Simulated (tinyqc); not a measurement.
# Six-transistor SRAM cell, nodal equations and margins, step by step

Numbers from tinyqc (`OMP_NUM_THREADS=1 python tinyqc.py 2340162 2340163 out.jsonl`; about 0.2 s on one thread of a shared Intel Xeon 2.30GHz). Printed values are rounded.

Two cross-coupled inverters (pull-down bn, pull-up bp) hold the nodes Q and QB; access transistors (ba, threshold VTn, gate on the word line at Vdd when selected) join them to the bit lines. Transistor (EKV form, voltages against the body): I = 2 n b Vt^2 [F(vp - Vs) - F(vp - Vd)] from drain to source, F(v) = ln^2(1 + exp(v/(2 Vt))), vp = (Vg - VT + sg |Vd - Vs|)/n. n-channel bodies are at 0; for the p-channel device all voltages are counted down from Vdd. b in uA/V^2 gives I in uA. For an access transistor the bit line is the drain and the node the source. In a read both bit lines are at Vdd. The cell is symmetric (no mismatch).

Values chosen for this exercise:
```
symbol,value,unit,meaning
T,293,K,temperature
Vdd,0.8,V,supply voltage
n,1.2,,slope factor
sg,0.041,,drain-induced barrier lowering
VTn,0.34,V,n-channel threshold
VTp,0.26,V,p-channel threshold (magnitude)
bn,390,uA/V^2,gain factor of the pull-down transistor
ba,260,uA/V^2,gain factor of the access transistor
bp,170,uA/V^2,gain factor of the pull-up transistor
```

Constants: q = 1.602176634e-19 C, kB = 1.380649e-23 J/K, Vt = kB T/q. Results are converted to the units shown.

## Iteration 1: node voltages in a read by Newton steps

(Q, QB) at the start (V): Q 0.000000, QB 0.800000

F1 = In(gate QB, drain Q) - Ip(gate QB, drain Q) - Ia(bit line, Q), F2 the same with Q and QB exchanged; J by central differences with +/- 1e-6 V; solve J d = -F, limit each component to +/- 0.15 V and add.

F1, F2 (uA): [-26.3110, 0.0000]

J (uS):

|  | Q | QB |
|---|---|---|
| F1 | 311.793 | 0.005 |
| F2 | 0.001 | 91.789 |

(Q, QB) after iteration 1 (V): Q 0.084386, QB 0.799999

## Iteration 2: node voltages in a read by Newton steps

As before.

F1, F2 (uA): [-2.75130, 0.00030]

J (uS):

|  | Q | QB |
|---|---|---|
| F1 | 246.518 | 33.100 |
| F2 | 0.012 | 77.418 |

(Q, QB) after iteration 2 (V): Q 0.095547, QB 0.799993

## Course of the iteration: node voltages in a read by Newton steps

Stop when the largest change of (Q, QB) is below 1e-9 V, or after 30 iterations. The rule counts as met only at the stable state with Q low.

Course of the iteration:

| iteration | Q (V) | largest \|change\| of one entry (V) |
|---|---|---|
| 1 | 0.0843860 | 0.0844 |
| 2 | 0.0955474 | 0.0112 |
| 3 | 0.0957511 | 2.04e-4 |
| 4 | 0.0957512 | 6.81e-8 |
| 5 | 0.0957512 | < 1e-14 |

Converged in 5 iterations. At the end the number of correct digits about doubles with each step.

## Read current and disturbance

(Q, QB) (V): Q 0.0957512, QB 0.799993

Iread = Ia(bit line at Vdd, source Q); cell ratio bn/ba; time to pull a bit line of 20 fF down by 0.1 V at that current.

Iread = 15.1613 uA
cell ratio = 1.5
time = 131.915 ps

The read lifts the low node to 95.8 mV, against a balance point of 413 mV.

## The largest square in the read butterfly

| point | c (V) |
|---|---|
| 0 | 0.12 |
| 1 | 0.19 |
| 2 | 0.27 |
| 3 | 0.33 |
| 4 | 0.39 |
| 5 | 0.43 |
| 6 | 0.46 |

f(x) is the node voltage of one half-cell in a read for input x (In - Ip - Ia = 0). Static noise margin: side of the largest square between the curve (x, f(x)) and its mirror image (f(y), y); with h(c) the root x of f(x) - x = c, it is the maximum over c > 0 of h(c) - h(-c) + c.

| point | h(c) (V) | h(-c) (V) | side (V) |
|---|---|---|---|
| 0 | 0.405335 | 0.439760 | 0.085575 |
| 1 | 0.402399 | 0.466852 | 0.125547 |
| 2 | 0.397392 | 0.503112 | 0.164280 |
| 3 | 0.388114 | 0.532761 | 0.185352 |
| 4 | 0.368196 | 0.565081 | 0.193115 |
| 5 | 0.347119 | 0.588911 | 0.188207 |
| 6 | 0.326956 | 0.608229 | 0.178728 |

The maximum over c is 193.1 mV, the read margin; with the word line off (no Ia) the same construction gives 320.3 mV.
